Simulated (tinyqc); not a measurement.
From results back to parameters: delta-doped layer in the Thomas-Fermi potential. Three cases, with inputs chosen for the exercise.

Problem. The depth of the well was computed from a hidden sheet density.

All donors ionised in the plane z = 0, zero temperature, energies from the Fermi level EF of the Thomas-Fermi model, which lies at the bulk band edge; c = hbar^2/2m0, q = e^2/(4 pi eps0). Layer in a (001) plane: two valleys with m_z = ml, m_d = mt (unprimed) and four with m_z = mt, m_d = sqrt(ml mt) (primed); m3 = (ml mt^2)^(1/3), gv = 6. With n = (gv/3 pi^2)(m3 (-V)/c)^(3/2) and V'' = -(4 pi q/eps) n for z > 0, the solution is V = -b/(|z| + z0)^4 with sqrt(b) = 20/K, K = (4 pi q/eps)(gv/3 pi^2)(m3/c)^(3/2), and z0^5 = 4b/(e F0), e F0 = 2 pi q N/eps; 1e13/cm^2 = 1e-3/angstrom^2. Exchange and correlation are left out.

Constants: hbar^2/2m0 = 3.80998211 eV angstrom^2; e^2/(4 pi eps0) = 14.39964547 eV angstrom.

Find: b; z0; N.

Method. b does not depend on N; z0 = (b/depth)^(1/4), e F0 = 4b/z0^5 and N = eps e F0/(2 pi q).

Case 1.

Values chosen (out of a larger set: near those of a delta-doped layer in Si; not measured data):
- ml = 0.927 m0 (longitudinal mass)
- mt = 0.191 m0 (transverse mass)
- eps = 11.5 (dielectric constant)

depth = 0.117667 eV

Solution.

b = 6.434e+04 eV angstrom^4
z0 = 27.19 angstrom
N = 2.20 x 1e13/cm^2

Case 2.

Values chosen (out of a larger set: near those of a delta-doped layer in Si; not measured data):
- ml = 0.936 m0 (longitudinal mass)
- mt = 0.185 m0 (transverse mass)
- eps = 11.9 (dielectric constant)

depth = 0.292795 eV

Solution.

b = 7.273e+04 eV angstrom^4
z0 = 22.32 angstrom
N = 6.90 x 1e13/cm^2

Case 3.

Values chosen (out of a larger set: near those of a delta-doped layer in Si; not measured data):
- ml = 0.897 m0 (longitudinal mass)
- mt = 0.188 m0 (transverse mass)
- eps = 11.5 (dielectric constant)

depth = 0.400245 eV

Solution.

b = 6.863e+04 eV angstrom^4
z0 = 20.35 angstrom
N = 10.0 x 1e13/cm^2

Computed by tinyqc, one run a case: `OMP_NUM_THREADS=1 python tinyqc.py N N+1 out.jsonl` with N = 1252778, 1280018, 1280088; one thread of a shared Intel(R) Xeon(R) Processor @ 2.30GHz, about 0.2 s a run at most.
